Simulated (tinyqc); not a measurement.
Worked calculation: Hubbard ring of 6 sites. Computed by tinyqc, a small Python program that keeps every step. Settings: hopping = 1.16, U = 1.5, mixing = 0.5, iteration cap = 57. Command: `OMP_NUM_THREADS=1 python tinyqc.py 22655 22656 out.jsonl` (the two numbers bound the seeds that draw the settings). One thread of a shared host (Intel(R) Xeon(R) Processor @ 2.60GHz), about 0.2 s of CPU time with the checks. Later iterations appear only in the table of the cycle.

## Mean-field iteration 1

one-body matrix (hopping and site energies) (eV), lower triangle:
```
         1        2        3        4        5       6
1   0.0000
2  -1.1600   0.0000
3   0.0000  -1.1600   0.0000
4   0.0000   0.0000  -1.1600   0.0000
5   0.0000   0.0000   0.0000  -1.1600   0.0000
6  -1.1600   0.0000   0.0000   0.0000  -1.1600  0.0000
```

U = 1.5000 eV

electrons, up and down: 2  2

mixing = 0.5000

n(up) at the start (a guess, not normalised): 1 0.7830, 2 0.0000, 3 0.7830, 4 0.0000, 5 0.7830, 6 0.0000

n(down) at the start (a guess): 1 0.0000, 2 0.7830, 3 0.0000, 4 0.7830, 5 0.0000, 6 0.7830

H(up) = T + U n(down), H(down) = T + U n(up); fill the lowest levels; n(new) = n + mixing (n(out) - n); E = tr T (rho up + rho down) + U sum n_up n_down of the output.

levels, up (eV): -1.8059  -0.7129  -0.7129  1.8874  1.8874  2.9804

levels, down (eV): -1.8059  -0.7129  -0.7129  1.8874  1.8874  2.9804

energy = -5.5996 eV

n(up) after iteration 1: 1 0.5040, 2 0.1150, 3 0.7114, 4 0.0662, 5 0.6334, 6 0.1445

n(down) after iteration 1: 1 0.0630, 2 0.6832, 3 0.1289, 4 0.4955, 5 0.1339, 6 0.6700

The highest filled level is degenerate with an empty one, so which vector is filled is an arbitrary choice.

## Mean-field iteration 2

As before.

levels, up (eV): -1.8100  -0.7328  -0.6239  1.6928  1.8361  2.8996

levels, down (eV): -1.8100  -0.7324  -0.6243  1.6930  1.8357  2.8997

energy = -5.7068 eV

n(up) after iteration 2: 1 0.5745, 2 0.1480, 3 0.5062, 4 0.2324, 5 0.4564, 6 0.1697

n(down) after iteration 2: 1 0.2259, 2 0.5234, 3 0.1400, 4 0.5616, 5 0.1842, 6 0.4522

## Convergence

Each step fills the lowest levels of T + U n(other spin) and sets n(new) = n + mixing (n(out) - n); stop when output and input agree to 1e-8.

Course of the cycle:

| iteration | E (eV) | largest \|n(out) - n(in)\| | mean \|n_up - n_down\| |
|---|---|---|---|
| 1 | -5.599650 | 5.75e-01 | 0.2324 |
| 2 | -5.706795 | 4.36e-01 | 0.1503 |
| 3 | -5.833934 | 3.75e-01 | 0.1137 |
| 4 | -5.940485 | 2.63e-01 | 0.1767 |
| 5 | -6.057817 | 1.78e-01 | 0.2208 |
| 6 | -6.105426 | 9.85e-02 | 0.2383 |
| 7 | -6.114556 | 6.59e-02 | 0.2493 |
| 8 | -6.116539 | 3.98e-02 | 0.2534 |
| 9 | -6.117233 | 2.55e-02 | 0.2561 |
| 10 | -6.117495 | 1.60e-02 | 0.2576 |
| 11 | -6.117595 | 9.99e-03 | 0.2585 |
| ... | ... | ... | ... |
| 47 | -6.117658 | 3.86e-05 | 0.2595 |
| 48 | -6.117658 | 3.86e-05 | 0.2595 |
| 49 | -6.117658 | 3.86e-05 | 0.2595 |
| 50 | -6.117658 | 3.86e-05 | 0.2595 |
| 51 | -6.117658 | 3.85e-05 | 0.2595 |
| 52 | -6.117658 | 3.85e-05 | 0.2595 |
| 53 | -6.117658 | 3.85e-05 | 0.2595 |
| 54 | -6.117658 | 3.85e-05 | 0.2595 |
| 55 | -6.117658 | 3.85e-05 | 0.2595 |
| 56 | -6.117658 | 3.85e-05 | 0.2594 |
| 57 | -6.117658 | 3.84e-05 | 0.2594 |

Not converged within 57 iterations: the residual has stopped falling. The lowest mean-field energy found from random starts is -6.11766 eV. Reruns (cap 100 unless said): mixing 0.2: not converged; mixing 0.9: not converged; the original settings with a cap of 400: not converged.

## Exact diagonalisation (225 states)

Lowest levels of the sector, and the double occupancy of the lowest state.

lowest levels (eV): -6.3050  -6.1248  -6.1248  -5.9326  -5.2001  -5.2001

double occupancy per site = 0.0626

## The lowest level by Lanczos steps

From a random start vector (not printed): a_j = <q_j|H|q_j>, b_j = norm of the remainder after orthogonalising; the Ritz value is the lowest eigenvalue of the tridiagonal matrix of a and b so far.

Lanczos:

| j | a_j (eV) | b_j (eV) | lowest Ritz value (eV) |
|---|---|---|---|
| 1 | -0.6899 | 3.5692 | -0.689925 |
| 2 | -0.1516 | 3.7699 | -4.000085 |
| 3 | 1.0740 | 3.6876 | -5.220906 |
| 4 | 1.3164 | 3.8080 | -5.670856 |
| 5 | 1.3819 | 3.6239 | -5.880647 |
| 6 | 1.4373 | 3.5886 | -5.978034 |
| 7 | 1.3948 | 3.4742 | -6.024074 |
| 8 | 1.7679 | 3.5542 | -6.043485 |
| 9 | 0.7935 | 3.7956 | -6.053080 |
| 10 | 0.3213 | 3.6774 | -6.062218 |
